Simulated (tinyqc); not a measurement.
What each parameter does: six-band Luttinger-Kohn model with strain.

Six-band Luttinger-Kohn model in the basis |3/2,3/2>, |3/2,1/2>, |3/2,-1/2>, |3/2,-3/2>, |1/2,1/2>, |1/2,-1/2>, electron energies, zero at the top of the unstrained valence band. H = -[rows: (P+Q, -S, R, 0, -S/r2, r2 R); (-S*, P-Q, 0, R, -r2 Q, r32 S); (R*, 0, P-Q, S, r32 S*, r2 Q); (0, R*, S*, P+Q, -r2 R*, -S*/r2); (-S*/r2, -r2 Q, r32 S, -r2 R, P+Dso, 0); (r2 R*, r32 S*, r2 Q, -S/r2, 0, P+Dso)], r2 = sqrt(2), r32 = sqrt(3/2). Levels are twofold.

P = c g1 k^2 - av tr(e); Q = c g2 (kx^2 + ky^2 - 2 kz^2) - (b/2)(exx + eyy - 2 ezz); R = c sqrt3 [-g2 (kx^2 - ky^2) + 2i g3 kx ky] + (sqrt3/2) b (exx - eyy) - i d exy; S = 2 c sqrt3 g3 (kx - i ky) kz - d (exz - i eyz); c = hbar^2/2m0, e the strain tensor (not engineering shear).

s11 = (C11 + C12)/((C11 - C12)(C11 + 2 C12)), s12 = -C12/((C11 - C12)(C11 + 2 C12)), s44 = 1/C44; exx = s11 sxx + s12 (syy + szz) and cyclic, exy = s44 sxy/2; tension is positive. A uniaxial stress X along the unit vector n is s_ij = X n_i n_j.

Constants: hbar^2/2m0 = 3.80998211 eV angstrom^2.

Parameters, chosen for this exercise (near those of Si; the results hold for these values, not for the real material):
```
symbol  value           unit  meaning
Dso     0.044           eV    spin-orbit splitting
g1      4.29                  Luttinger gamma1
g2      0.34                  gamma2
g3      1.45                  gamma3
av      2.49            eV    valence hydrostatic potential
b       -2.12           eV    tetragonal shear potential
d       -4.91           eV    trigonal shear potential
C11     168.2           GPa
C12     62.8            GPa
C44     79.2            GPa
load    uniaxial [110]        kind of stress
X       -0.52           GPa   stress
```

Edges at k = 0 under a uniaxial [110] stress X and the curvature mass of the top pair along [110] (step 0.0002 1/angstrom). Each row changes one parameter from the base and keeps the others.

Results:
```
case              top (eV)  second (eV)  third (eV)  mass (m0)
base                0.0084      -0.0140     -0.0517      0.125
g2 = 0.272          0.0084      -0.0140     -0.0517      0.126
b = -1.696 eV       0.0076      -0.0135     -0.0514      0.125
C12 = 75.36 GPa     0.0094      -0.0139     -0.0516      0.125
av = 1.992 eV       0.0093      -0.0131     -0.0508      0.125
Dso = 0.053 eV      0.0080      -0.0140     -0.0602      0.128
C11 = 201.84 GPa    0.0079      -0.0129     -0.0509      0.125
C44 = 95.04 GPa     0.0066      -0.0128     -0.0511      0.128
```

The largest shifts from the base row, up to three for each result and ties (the steps differ in size, so this ranks the rows, not the parameters). top (eV): C44 -0.0018, C12 +0.0009, av +0.0009; unchanged at the printed digits by g2. second (eV): C44 +0.0012, C11 +0.0011, av +0.0009; unchanged at the printed digits by g2 and Dso. third (eV): Dso -0.0086, av +0.0009, C11 +0.0008; unchanged at the printed digits by g2. mass (m0): C44 +0.002, Dso +0.002, g2 +0.001; unchanged at the printed digits by b, C12, av and C11. The Luttinger parameters multiply k^2 and cannot move the edges; av shifts all edges alike and leaves the mass.

(tinyqc, `OMP_NUM_THREADS=1 python tinyqc.py 1051295 1051296 out.jsonl`, Intel(R) Xeon(R) Processor @ 2.30GHz, 1 thread, shared host, about 0.06 s.)
